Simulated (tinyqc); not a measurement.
Exchange-split free-electron bands and tunnelling magnetoresistance: one step. The two Fermi spheres. Three cases, with inputs chosen for the exercise.

Task: Give k_s, n_s, D_s, the moment per electron (n_up - n_dn)/n and three polarisations: of D, of D v and of D v^2 (v proportional to k).

Majority and minority bands E = c k^2/m -/+ Dx/2, c = hbar^2/2m0, so k_up = sqrt(m (EF + Dx/2)/c), k_dn = sqrt(m (EF - Dx/2)/c); n_s = k_s^3/(6 pi^2), D_s = m k_s/(4 pi^2 c).

Constants: hbar^2/2m0 = 3.80998211 eV angstrom^2.

Give: k_up, k_dn; n_up, n_dn; D_up, D_dn; moment per electron; polarisations.

Case 1.

Values chosen:
- EF = 4.4 eV (Fermi energy above the mean band bottom)
- Dx = 2.84 eV (exchange splitting)
- m = 0.8 m0 (mass in the electrodes)

Result:

k_up, k_dn (1/angstrom): [1.1055, 0.7910]

n_up, n_dn (1/angstrom^3): [0.02281, 0.00836]

D_up, D_dn (1/(eV angstrom^3)): [0.00588, 0.00421]

moment per electron = 0.4637 muB

polarisations: D 0.1658, D v 0.3227, D v^2 0.4637

Case 2.

Values chosen:
- EF = 2.02 eV (Fermi energy above the mean band bottom)
- Dx = 1.08 eV (exchange splitting)
- m = 1.35 m0 (mass in the electrodes)

Result:

k_up, k_dn (1/angstrom): [0.9524, 0.7242]

n_up, n_dn (1/angstrom^3): [0.01459, 0.00641]

D_up, D_dn (1/(eV angstrom^3)): [0.00855, 0.00650]

moment per electron = 0.3893 muB

polarisations: D 0.1361, D v 0.2673, D v^2 0.3893

Case 3.

Values chosen:
- EF = 4.35 eV (Fermi energy above the mean band bottom)
- Dx = 5.06 eV (exchange splitting)
- m = 1.09 m0 (mass in the electrodes)

Result:

k_up, k_dn (1/angstrom): [1.4030, 0.7216]

n_up, n_dn (1/angstrom^3): [0.04663, 0.00634]

D_up, D_dn (1/(eV angstrom^3)): [0.01017, 0.00523]

moment per electron = 0.7605 muB

polarisations: D 0.3207, D v 0.5816, D v^2 0.7605

The three numbers differ although they describe one band structure: each probe (density of states, ballistic current, diffusive current) weights the velocity differently.

Computed by tinyqc, one run a case: `OMP_NUM_THREADS=1 python tinyqc.py N N+1 out.jsonl` with N = 1651735, 1651924, 1652031; one thread of a shared Intel(R) Xeon(R) Processor @ 2.30GHz, about 0.01 s a run at most.
